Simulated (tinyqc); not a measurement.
# Off-state leakage of single and stacked transistors: what changes with what

n-channel devices of unit width. Subthreshold current I(Vg, Vs, Vd) = I0 (T/300 K)^0.5 exp[(Vg - Vs - VT(T) - gb (Vs - Vb) + dd (Vd - Vs))/(nf Vt)] (1 - exp(-(Vd - Vs)/Vt)), VT(T) = VT - cT (T - 300 K). Gate-edge tunnelling Ig (Vd/1 V) exp(ag (Vd - 1 V)), for a gate at 0 V, and band-to-band leakage Ab u exp(-Bb/u), u = Vd - Vb + 1 V, flow at a drain held at V; both are taken as independent of T. In a stack of off transistors (all gates at 0 V) the same subthreshold current passes through each.

Inputs (values chosen for the exercise); values of the order met in bulk silicon logic transistors: temperature T = 358 K; supply voltage V = 1 V; threshold at 300 K, zero drain and body bias VT = 0.33 V; fall of the threshold with temperature cT = 0.9 mV/K; current at threshold at 300 K I0 = 0.95 uA/um; slope factor nf = 1.35; drain-induced lowering per volt dd = 0.13; rise of the threshold per volt of source-body bias gb = 0.2; gate-edge tunnelling current at 1 V Ig = 2e-5 uA/um; exponential slope of the gate current ag = 4.2 1/V; prefactor of band-to-band leakage at the drain Ab = 40 uA/(um V); its exponential voltage Bb = 27 V; body voltage Vb = 0 V.

Constants: q = 1.602176634e-19 C, kB = 1.380649e-23 J/K, Vt = kB T/q. Results are converted to the units shown.

Each table varies one quantity; the others keep the values above.

## Subthreshold current against the height of the stack

All n gates at 0 V, bottom source at 0 V, top drain at V; node voltages follow from equal currents.

Subthreshold current against the height of the stack:

| n | I (nA/um) | reduction factor | drain voltage of the bottom device (mV) | source voltage of the top device (mV) | voltage across the top device (V) |
|---|---|---|---|---|---|
| 1 | 29.84 | 1.000 | 1000 | 0 | 1.000 |
| 2 | 1.653 | 18.05 | 90.60 | 90.60 | 0.9094 |
| 3 | 0.7931 | 37.63 | 25.13 | 113.6 | 0.8864 |
| 4 | 0.5192 | 57.49 | 14.60 | 126.9 | 0.8731 |
| 5 | 0.3854 | 77.44 | 10.29 | 136.2 | 0.8638 |
| 6 | 0.3063 | 97.44 | 7.945 | 143.4 | 0.8566 |

The second transistor cuts the current by a factor of 18.0, the third by a further 2.08 and the sixth by 1.26. The top device keeps 85.7 % of the supply at n = 6, while the drain voltage of the bottom one falls to 0.258 Vt.

## Leakage components against the supply voltage

Same model as above.

One transistor with Vg = Vs = 0, Vd = V; stack factor I(one)/I(two in series).

Result of one run:

| V (V) | subthreshold (nA/um) | gate edge (nA/um) | band-to-band (nA/um) | total (nA/um) | stack factor | largest part |
|---|---|---|---|---|---|---|
| 1.4 | 104.02 | 0.15024 | 1.2487 | 105.42 | 54.423 | subthreshold |

What becomes of these results when the supply voltage V is changed from 1.4 to 1.3 V, all else the same?

Result of the changed run:

| V (V) | subthreshold (nA/um) | gate edge (nA/um) | band-to-band (nA/um) | total (nA/um) | stack factor | largest part |
|---|---|---|---|---|---|---|
| 1.3 | 76.130 | 0.091661 | 0.73375 | 76.955 | 41.170 | subthreshold |

The whole series:

| V (V) | subthreshold (nA/um) | gate edge (nA/um) | band-to-band (nA/um) | total (nA/um) | stack factor | largest part |
|---|---|---|---|---|---|---|
| 0.5 | 6.2670 | 0.0012246 | 9.1380e-4 | 6.2691 | 5.0417 | subthreshold |
| 0.6 | 8.5629 | 0.0022365 | 0.0030023 | 8.5681 | 6.3997 | subthreshold |
| 0.7 | 11.700 | 0.0039712 | 0.0086078 | 11.712 | 8.2062 | subthreshold |
| 0.8 | 15.986 | 0.0069074 | 0.022025 | 16.015 | 10.609 | subthreshold |
| 0.9 | 21.843 | 0.011827 | 0.051199 | 21.906 | 13.803 | subthreshold |
| 1 | 29.845 | 0.020000 | 0.10968 | 29.974 | 18.050 | subthreshold |
| 1.1 | 40.778 | 0.033483 | 0.21902 | 41.031 | 23.695 | subthreshold |
| 1.2 | 55.718 | 0.055593 | 0.41163 | 56.185 | 31.198 | subthreshold |
| 1.3 | 76.130 | 0.091661 | 0.73375 | 76.955 | 41.170 | subthreshold |
| 1.4 | 104.02 | 0.15024 | 1.2487 | 105.42 | 54.423 | subthreshold |

As V goes from 0.5 to 1.4, the total leakage rises from 6.27 to 105 nA/um. The subthreshold part leads at V = 0.5 and in all other rows. The reduction by a stack of two rises from 5.04 to 54.4, for the subthreshold part alone. For V = 1.2, 1.3, 1.4 the gate is within about 3 nf Vt of threshold, where the exponential law overstates the current.

tinyqc, about 0.03 s, one thread, Intel Xeon 2.30GHz (shared host): `OMP_NUM_THREADS=1 python tinyqc.py 2242049 2242050 out.jsonl`
